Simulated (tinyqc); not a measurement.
# Via and link resistance from two via chains

Problem. A chain of 2000 vias joined by 2000 metal links has R = 2000 (Rv + Rlink), with Rlink proportional to the link length. Find Rv, Rlink for length L, and the value of Rv that the short chain would give if the links were ignored.

resistance of chains of 2000 links with link lengths L and 3 L (ohm): [26800, 32400]

Solution. R per link is a straight line in the link length; its intercept at zero length is Rv.

Rv = 12.00 ohm
Rlink = 1.400 ohm
Rv without correction = 13.40 ohm

Numbers from tinyqc (`OMP_NUM_THREADS=1 python tinyqc.py 2750056 2750057 out.jsonl`; about 0.01 s on one thread of a shared Intel Xeon 2.30GHz).
